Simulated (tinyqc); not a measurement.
What moves the results: thin (001) film in sp3s* tight binding with raised dangling bonds. A value that a table varies takes the place of the one given here.

Planes alternate anion (a), cation (c) along [001], a/4 apart, starting with an anion; zero in-plane momentum; levels counted from the bulk Ev, the lower root of [[Epa, Vxx], [Vxx, Epc]]; no spin-orbit coupling. Block of s, pz, s*: from an anion to the cation above, Vss/2 (s,s), Vsapc/2 (s,z), -Vscpa/2 (z,s), Vxx/2 (z,z), Vxapc/2 (s*,z), -Vpaxc/2 (z,s*); to the cation below the same with the s-z and s*-z signs reversed. Block of u = (px + py)/sqrt2 and v = (px - py)/sqrt2: to the cation above (Vxx + Vxy)/2 for u and (Vxx - Vxy)/2 for v, to the cation below the reverse. Each surface atom has two dangling sp3 hybrids; raising both by dl adds (dl/2) [[1, t], [t, 1]] to its s, pz levels (t = -1 at the bottom face, +1 at the top) and dl to the one of u, v in whose plane the missing bonds lie (v for a bottom anion or a top cation, u for a top anion).

Values chosen for the exercise (near a published set for Si, fitted to gaps, whose masses and valley positions are rough; the results hold for these values, not for the real material):
- p = (-4.183, 1.703, -4.183, 1.703, 6.654, 6.654, -8.305, 1.726, 4.552, 5.75, 5.75, 5.348, 5.348) eV (order Esa, Epa, Esc, Epc, Exa, Exc, Vss, Vxx, Vxy, Vsapc, Vscpa, Vxapc, Vpaxc)
- Nw = 23 (planes in the thicker film)
- a = 5.426 angstrom (lattice constant)
- dp = 30 eV (value of dl for the passivated films)
- Ns = (6, 7, 14, 15, 29, 31, 52, 66) (numbers of planes)
- N0 = 9 (first number of planes)

## States in the gap of a film

edges (eV): Gamma 3.45200, Delta 1.21273

Levels between 0 and the lower bulk edge, the largest weight on the two outer planes of both faces among them, and the nearest levels outside, for several shifts dl.

Film of Nw planes:

| dl (eV) | levels in the gap | at (eV) | surface weight | next above (eV) | next below (eV) |
|---|---|---|---|---|---|
| 0 | 2 | 0.275, 0.315 | 0.73 | 1.2628 | -0.0854 |
| 1 | 2 | 0.759, 0.769 | 0.82 | 1.2635 | -0.0829 |
| 2 | 1 | 1.201 | 0.43 | 1.2171 | -0.0814 |
| 3 | 0 | - | - | 1.2508 | -0.0804 |
| 5 | 0 | - | - | 1.2561 | -0.0792 |
| 10 | 0 | - | - | 1.2579 | -0.0778 |
| 30 | 0 | - | - | 1.2586 | -0.0764 |
| 100 | 0 | - | - | 1.2588 | -0.0759 |

Can the levels of the bare film be read as confined subbands?

No: with bare surfaces (dl = 0) 2 levels lie in the bulk gap, with up to 73 % of the weight on the four outer planes, two a face, where an even spread gives 17 %; these are dangling-bond states, not subbands. The reruns show the bulk gap clear from dl = 3 eV on, and at dl = 30 eV the next level above lies -0.2 meV from its value at 100 eV.

## Gap against thickness

Passivated films (finite dp, so levels can still be some meV from their limit), thickness N a/4. Highest level below mid-gap (either block) and the two lowest above it. The exponents are -d ln(shift)/d ln N between the sixth and the last film, for the valence level and for the mean of the two conduction levels.

Levels (eV):

| N | thickness (angstrom) | Ev1 | Ec1 | Ec2 | gap |
|---|---|---|---|---|---|
| 6 | 8.14 | -0.5025 | 1.6677 | 1.8553 | 2.1703 |
| 7 | 9.50 | -0.5138 | 1.6195 | 1.6364 | 2.1333 |
| 14 | 18.99 | -0.1570 | 1.3240 | 1.3447 | 1.4809 |
| 15 | 20.35 | -0.1594 | 1.3157 | 1.3227 | 1.4751 |
| 29 | 39.34 | -0.0504 | 1.2430 | 1.2433 | 1.2934 |
| 31 | 42.05 | -0.0446 | 1.2386 | 1.2404 | 1.2832 |
| 52 | 70.54 | -0.0163 | 1.2223 | 1.2227 | 1.2386 |
| 66 | 89.53 | -0.0104 | 1.2187 | 1.2189 | 1.2291 |

exponents: valence 1.92, conduction 1.96

What can be read from the table?

The gap is 2.170 eV at 8.1 angstrom and 1.229 eV at 89.5, against 1.213 eV in the bulk along this line. At 15 planes the conduction side gives 103 meV of the widening and the valence side 159 meV. A hard-walled parabolic band has exponent 2; departures come from the offset between N a/4 and the effective width, from non-parabolicity and from the termination (odd and even N end differently: in the direction of the bond rows at the two faces and, in a compound, in the kind of atom), which also makes single steps in N uneven. Ec1 and Ec2 are the doublet of the two Delta valleys along the normal.

## Valley splitting plane by plane

kz of the minimum = 0.72934 2 pi/a

Ten passivated films from N0 planes on; the phase is N pi k0/2 modulo pi, k0 the position of the bulk minimum.

Lowest doublet:

| N | phase/pi | mean shift (meV) | splitting (meV) |
|---|---|---|---|
| 9 | 0.282 | 271.28 | 57.597 |
| 10 | 0.647 | 223.21 | 7.594 |
| 11 | 0.011 | 189.54 | 38.683 |
| 12 | 0.376 | 161.01 | 20.538 |
| 13 | 0.741 | 138.81 | 10.613 |
| 14 | 0.105 | 121.59 | 20.702 |
| 15 | 0.470 | 106.47 | 6.944 |
| 16 | 0.835 | 94.50 | 9.389 |
| 17 | 0.199 | 84.48 | 11.477 |
| 18 | 0.564 | 75.61 | 1.327 |

How do the results move?

The splitting ranges from 1.33 meV (N = 18) to 57.60 meV (N = 9), while the mean shift goes from 271 to 76 meV and falls steadily. The splitting changes direction 6 times in these ten films, and one plane more changes it by up to 50.00 meV: it hangs on the phase between the two faces, which is why atomic steps matter.

## What each change does

A film of Nw planes with shift dp: highest level below mid-gap (half the lower bulk edge) and the two lowest above. Each row changes one parameter from the base and keeps the others.

Results:

| case | Ev1 (eV) | Ec1 (eV) | Ec2 (eV) |
|---|---|---|---|
| base | -0.0764 | 1.2586 | 1.2618 |
| Nw = 25 | -0.0659 | 1.2513 | 1.2553 |
| dp = 15 eV | -0.0772 | 1.2583 | 1.2618 |

What does this show?

The largest shifts from the base row, up to three for each result and ties (the steps differ in size, so this ranks the rows, not the parameters). Ev1 (eV): Nw +0.0105, dp -0.0007. Ec1 (eV): Nw -0.0074, dp -0.0003. Ec2 (eV): Nw -0.0066; unchanged at the printed digits by dp. An odd change of Nw also changes which atoms end the film, so levels need not move as thickness alone would move them; the row for dp shows how far the passivation is from converged.

tinyqc: `OMP_NUM_THREADS=1 python tinyqc.py 1452428 1452429 out.jsonl`; about 0.4 s, one thread, shared Intel(R) Xeon(R) Processor @ 2.30GHz.
